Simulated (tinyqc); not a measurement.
From results back to parameters: effective work function and flat-band voltage of a metal/high-k/SiO2/Si stack with a dipole layer. Three cases, with inputs chosen for the exercise.

Problem. Three stacks with (t1, t2) = (8, 20), (30, 20) and (8, 60) angstrom have the flat-band voltages below. VFB = W0 - (chi + dEF) - 4 pi e2 [Q1 EOT + Q2 x2]/3.9 with x2 = t2 3.9/eps2, EOT = t1 + x2, e2 = e^2/4 pi eps0, 1 cm^-2 = 1e-16 angstrom^-2; W0 is the work function with the dipole step.

Constants: e^2/(4 pi eps0) = 14.39964547 eV angstrom.

Case 1.

Values chosen (out of a larger set: a stack on Si capped with a lanthanum-like oxide; not measured data): chi = 4.05 eV (electron affinity of the channel); dEF = 0.889 eV (Ec - EF in the channel); eps = (3.9, 22) (their dielectric constants).

VFB (V): -0.2311289  -0.3740341  -0.2821243

Case 2.

Values chosen (out of a larger set: a stack on Si capped with a lanthanum-like oxide; not measured data): chi = 4.046 eV (electron affinity of the channel); dEF = 0.32 eV (Ec - EF in the channel); eps = (3.9, 25.4) (their dielectric constants).

VFB (V): -0.3513477  -0.3572680  -0.4299404

Case 3.

Values chosen (out of a larger set: a stack on Si capped with an yttrium-like oxide; not measured data): chi = 4.043 eV (electron affinity of the channel); dEF = 0.865 eV (Ec - EF in the channel); eps = (3.9, 18.7) (their dielectric constants).

VFB (V): -0.0751783  0.0677268  -0.0252474

Find: Q1; Q2; W0.

Solution. The first two stacks differ in t1 alone and give Q1; the first and third give Q1 + Q2; W0 follows from any of them.

Case 1.

Q1 = 1.4e+12 e/cm^2
Q2 = 1.5e+11 e/cm^2
W0 = 4.785 eV

Case 2.

Q1 = 5.8e+10 e/cm^2
Q2 = 2.7e+12 e/cm^2
W0 = 4.056 eV

Case 3.

Q1 = -1.4e+12 e/cm^2
Q2 = 1.1e+11 e/cm^2
W0 = 4.756 eV

Computed by tinyqc, one run a case: `OMP_NUM_THREADS=1 python tinyqc.py N N+1 out.jsonl` with N = 1880853, 1880882, 1880903; one thread of a shared Intel(R) Xeon(R) Processor @ 2.30GHz, about 0.01 s a run at most.
